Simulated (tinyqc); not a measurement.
What moves the results: deformation-potential model of the X valleys of a conduction band. A value that a table varies takes the place of the one given here.

Valleys with axes along x, y and z, one whole valley each. Herring-Vogt shift of a valley with unit axis a: dE = Xd tr(e) + Xu a.e.a. Non-degenerate shares n_i = exp(-dE_i/kT)/sum_j exp(-dE_j/kT). Inverse mass tensor of a valley: (1 - a a)/mt + a a/ml; the masses are taken as independent of strain.

s11 = (C11 + C12)/((C11 - C12)(C11 + 2 C12)), s12 = -C12/((C11 - C12)(C11 + 2 C12)), s44 = 1/C44; exx = s11 sxx + s12 (syy + szz) and cyclic, exy = s44 sxy/2; tension is positive. A uniaxial stress X along the unit vector n is s_ij = X n_i n_j. Biaxial (001) means sxx = syy = X.

Constants: kB = 8.617333262e-05 eV/K.

Parameters, chosen for this exercise (near those of AlAs; the results hold for these values, not for the real material): ml = 1.066 m0 (longitudinal mass); mt = 0.207 m0 (transverse mass); Xd = 1.09 eV (dilation potential); Xu = 5.75 eV (uniaxial potential); C11 = 124.1 GPa; C12 = 53.8 GPa; C44 = 54.7 GPa; load = biaxial (001) (kind of stress); T = 77 K (temperature); X1 = 1.5 GPa (size of the stress); X = 1.35 GPa (stress).

## Sweep of a biaxial (001) stress

m_c = 1/(u.M.u) along [110] with M = sum_i n_i (inverse mass tensor); gain against zero stress at a fixed scattering time.

Results:

| X (GPa) | spread (meV) | lowest edge (meV) | n x | n y | n z | m_c (m0) | gain (%) |
|---|---|---|---|---|---|---|---|
| -1.00 | 81.8 | -53.2 | 0.500 | 0.500 | 0.000 | 0.3467 | -18.4 |
| -0.50 | 40.9 | -26.6 | 0.499 | 0.499 | 0.001 | 0.3464 | -18.3 |
| -0.20 | 16.4 | -10.6 | 0.480 | 0.480 | 0.041 | 0.3374 | -16.1 |
| 0.00 | 0.0 | 0.0 | 0.333 | 0.333 | 0.333 | 0.2830 | 0.0 |
| 0.20 | 16.4 | -5.7 | 0.073 | 0.073 | 0.855 | 0.2199 | 28.7 |
| 0.50 | 40.9 | -14.3 | 0.002 | 0.002 | 0.996 | 0.2074 | 36.5 |
| 1.00 | 81.8 | -28.6 | 0.000 | 0.000 | 1.000 | 0.2070 | 36.7 |

What can be read from the table?

Along [110] the gain is -18.4 % at -1.00 GPa and +36.7 % at 1.00 GPa. The slope at zero stress (from +/- 0.001 GPa), +150.9 % per GPa, carried to the ends would give -151 and +151 %; the response falls behind at both ends, as it saturates once the spread passes a few kT (kT = 6.6 meV, spread up to 82 meV).

## Gain for each load and current direction

Each load has the size X1. Gain m_c(0)/m_c - 1 in per cent from repopulation alone, m_c = 1/(u.M.u), M = sum_i n_i (inverse mass tensor); biaxial means sxx = syy.

Gain (%); + is tension, - compression:

| load | [100] | [010] | [001] | [110] | [1-10] | [111] |
|---|---|---|---|---|---|---|
| uniaxial [110] (+) | 36.7 | 36.7 | -73.4 | 36.7 | 36.7 | 0.0 |
| uniaxial [110] (-) | -18.4 | -18.4 | 36.7 | -18.4 | -18.4 | 0.0 |
| uniaxial [100] (+) | 36.7 | -18.4 | -18.4 | 9.2 | 9.2 | 0.0 |
| uniaxial [100] (-) | -73.5 | 36.7 | 36.7 | -18.4 | -18.4 | 0.0 |
| uniaxial [111] (+) | 0.0 | 0.0 | 0.0 | 0.0 | 0.0 | 0.0 |
| uniaxial [111] (-) | 0.0 | 0.0 | 0.0 | 0.0 | 0.0 | 0.0 |
| biaxial (001) (+) | 36.7 | 36.7 | -73.5 | 36.7 | 36.7 | 0.0 |
| biaxial (001) (-) | -18.4 | -18.4 | 36.7 | -18.4 | -18.4 | 0.0 |

How do the results move?

The largest gain is +36.7 %, for 13 entries alike, where the repopulation is complete; for a [110] channel it is +36.7 %, under uniaxial [110] (+) and biaxial (001) (+). No gain or loss appears under uniaxial [111]: the valleys stay equivalent (in real silicon shear also changes the masses, which this model leaves out).

## Temperature and repopulation

The load is fixed; m_c along [110] as 1/(u.M.u).

Results:

| T (K) | kT (meV) | n x | n y | n z | m_c (m0) |
|---|---|---|---|---|---|
| 50 | 4.31 | 0.000 | 0.000 | 1.000 | 0.2070 |
| 77 | 6.64 | 0.000 | 0.000 | 1.000 | 0.2070 |
| 150 | 12.93 | 0.000 | 0.000 | 1.000 | 0.2070 |
| 225 | 19.39 | 0.003 | 0.003 | 0.993 | 0.2076 |
| 300 | 25.85 | 0.014 | 0.014 | 0.973 | 0.2093 |
| 400 | 34.47 | 0.038 | 0.038 | 0.925 | 0.2135 |
| 500 | 43.09 | 0.067 | 0.067 | 0.866 | 0.2188 |

How do the results move?

The largest share falls from 1.000 at 50 K to 0.866 at 500 K (equal shares: 0.333); m_c goes from 0.2070 to 0.2188, against 0.2830 without stress. Only spread/kT enters, so the small-stress response goes as 1/T.

## What each parameter does

Spread of the valley edges, lowest edge, largest share and m_c along [110]. Each row changes one parameter from the base and keeps the others.

Results:

| case | spread (meV) | lowest edge (meV) | largest share | m_c (m0) |
|---|---|---|---|---|
| base | 110.42 | -38.58 | 1.0000 | 0.2070 |
| ml = 1.279 m0 | 110.42 | -38.58 | 1.0000 | 0.2070 |
| mt = 0.248 m0 | 110.42 | -38.58 | 1.0000 | 0.2480 |
| Xd = 1.308 eV | 110.42 | -36.04 | 1.0000 | 0.2070 |
| Xu = 4.6 eV | 88.34 | -28.32 | 1.0000 | 0.2070 |
| C11 = 148.92 GPa | 81.61 | -22.76 | 1.0000 | 0.2070 |
| C12 = 43.04 GPa | 95.76 | -25.22 | 1.0000 | 0.2070 |
| C44 = 43.76 GPa | 110.42 | -38.58 | 1.0000 | 0.2070 |
| X = 1.62 GPa | 132.50 | -46.29 | 1.0000 | 0.2070 |
| T = 61.6 K | 110.42 | -38.58 | 1.0000 | 0.2070 |

What can be read from the table?

The largest shifts from the base row, up to three for each result and ties (the steps differ in size, so this ranks the rows, not the parameters). spread (meV): C11 -28.81, X +22.08, Xu -22.08; unchanged at the printed digits by ml, mt, Xd, C44 and T. lowest edge (meV): C11 +15.82, C12 +13.36, Xu +10.26; unchanged at the printed digits by ml, mt, C44 and T. largest share: unchanged at the printed digits by ml, mt, Xd, Xu, C11, C12, C44, X and T. m_c (m0): mt +0.0410; unchanged at the printed digits by ml, Xd, Xu, C11, C12, C44, X and T. Xd moves all valleys together, so it shifts the edge and nothing else.

Program tinyqc; command `OMP_NUM_THREADS=1 python tinyqc.py 1081430 1081431 out.jsonl`; about 0.04 s on one thread of a shared Intel(R) Xeon(R) Processor @ 2.30GHz.
